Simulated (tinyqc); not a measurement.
Inside a calculation: band offset of a heterojunction with an interface dipole (two-band chains, self-consistent charge). Values are carried at full precision from step to step, so a last printed digit may differ when a step is redone from the rounded ones.

Sites alternate A, C. Left: A at -G1/2, C at +G1/2, hopping -t1; right: A at D - G2/2, C at D + G2/2, hopping -t2; the bonds across the two interfaces of a ring (C left to A right, C right to A left) have -sqrt(t1 t2). D is the offset of the mid-gaps, so Ev(right) - Ev(left) = D - (G2 - G1)/2 and Ec(right) - Ec(left) = D + (G2 - G1)/2. The closing bond has its sign reversed (antiperiodic ring). Half the levels are filled with two electrons each. The charge moved is q = (electrons on the left) less one a site; the mean over the two interfaces, q/2, is taken as the charge that crosses each, and its dipole opposes the offset: D = D0 - u q/2.

Parameters, chosen for this exercise (gaps near those of GaN and AlN; the chains and D0 are free models, so the offsets are not those of the real pair; the results hold for these values, not for the real material): G1 = 3.44 eV (gap on the left); G2 = 6.11 eV (gap on the right); t1 = 1.73 eV (hopping on the left); t2 = 2.67 eV (hopping on the right); D0 = -1.39 eV (mid-gap of the right side above that of the left, without dipole); n = 2 (cells a side in the small ring); u = 3.4 eV (potential step per electron moved across); mx = 0.3 (mixing).

## The small ring at D = D0

Fill in H.

H (eV):
```
         AL1      CL1      AL2      CL2      AR1      CR1      AR2      CR2
AL1  -1.7200  -1.7300        0        0        0        0        0   2.1492
CL1  -1.7300   1.7200  -1.7300        0        0        0        0        0
AL2        0  -1.7300  -1.7200  -1.7300        0        0        0        0
CL2        0        0  -1.7300   1.7200  -2.1492        0        0        0
AR1        0        0        0  -2.1492  -4.4450  -2.6700        0        0
CR1        0        0        0        0  -2.6700   1.6650  -2.6700        0
AR2        0        0        0        0        0  -2.6700  -4.4450  -2.6700
CR2   2.1492        0        0        0        0        0  -2.6700   1.6650
```

## Levels and site charges

Diagonalise, fill the lower half with two electrons each, and sum the electrons on the left (L) less one a site.

levels (eV): -6.8858  -5.4346  -3.2936  -2.4344  2.1563  2.2886  3.7539  4.2895

electrons on the sites: AL1 1.5930, CL1 0.3461, AL2 1.6239, CL2 0.3071, AR1 1.7120, CR1 0.3392, AR2 1.6851, CR2 0.3935

q = -0.1299 electrons

Electrons move to the right, the side whose mid-gap lies lower.

## Self-consistent offset

From here on the ring has 24 cells a side.

Start at D = D0; D(out) = D0 - u q(D)/2; D(new) = D + mx (D(out) - D); stop when |D(out) - D| < 1e-7 eV.

Iterations:

| i | D (eV) | q | D(out) (eV) | D(out) - D |
|---|---|---|---|---|
| 0 | -1.39000 | -0.12922 | -1.17033 | 0.220 |
| 1 | -1.32410 | -0.12247 | -1.18180 | 0.142 |
| 2 | -1.28141 | -0.11814 | -1.18915 | 0.0923 |
| 3 | -1.25373 | -0.11536 | -1.19389 | 0.0598 |
| 4 | -1.23578 | -0.11356 | -1.19694 | 0.0388 |
| 5 | -1.22413 | -0.11240 | -1.19892 | 0.0252 |
| 6 | -1.21656 | -0.11165 | -1.20020 | 0.0164 |
| 7 | -1.21165 | -0.11116 | -1.20103 | 0.0106 |
| 8 | -1.20847 | -0.11084 | -1.20157 | 0.00690 |
| ... | ... | ... | ... | ... |
| 30 | -1.20256 | -0.11026 | -1.20256 | 5.17e-07 |
| 31 | -1.20256 | -0.11026 | -1.20256 | 3.36e-07 |
| 32 | -1.20256 | -0.11026 | -1.20256 | 2.18e-07 |
| 33 | -1.20256 | -0.11026 | -1.20256 | 1.42e-07 |
| 34 | -1.20256 | -0.11026 | -1.20256 | 9.20e-08 |

D = -1.2026 eV

Converged at i = 34: the dipole removes 13 % of the starting offset.

## Linear response

chi = (q(+h) - q(-h))/(2h) at D = 0 with h = 0.01 eV; S = 1/(1 + u chi/2); linear estimate D = S D0.

chi = 0.08797 1/eV
S = 0.8699
linear estimate of D = -1.2092 eV

The self-consistent value is -1.2026 eV, +6.6 meV from the estimate. At D = 0 no net charge crosses: the mid-gaps are the neutrality levels of these symmetric chains.

## The line-up

Ev(right) - Ev(left) = D - (G2 - G1)/2 and Ec(right) - Ec(left) = D + (G2 - G1)/2, for D0, for the self-consistent D and for D = 0. Type I: the offsets have opposite signs; type III: one valence edge lies above the other conduction edge; else type II.

Offsets (eV):

| case | D | valence | conduction | type |
|---|---|---|---|---|
| no dipole | -1.390 | -2.725 | -0.055 | type II (staggered) |
| self-consistent | -1.203 | -2.538 | 0.132 | type I (straddling) |
| neutrality levels aligned | 0.000 | -1.335 | 1.335 | type I (straddling) |

The dipole changes the type of the junction.

## Checks

- q at D = 0 against zero, as particle-hole symmetry demands: both 0.000000.
- q at the self-consistent D on 24 against 48 cells a side: both -0.1103.

Run: tinyqc, `OMP_NUM_THREADS=1 python tinyqc.py 1452196 1452197 out.jsonl`; Intel(R) Xeon(R) Processor @ 2.30GHz, one thread, shared host; about 0.5 s of CPU time with all checks.
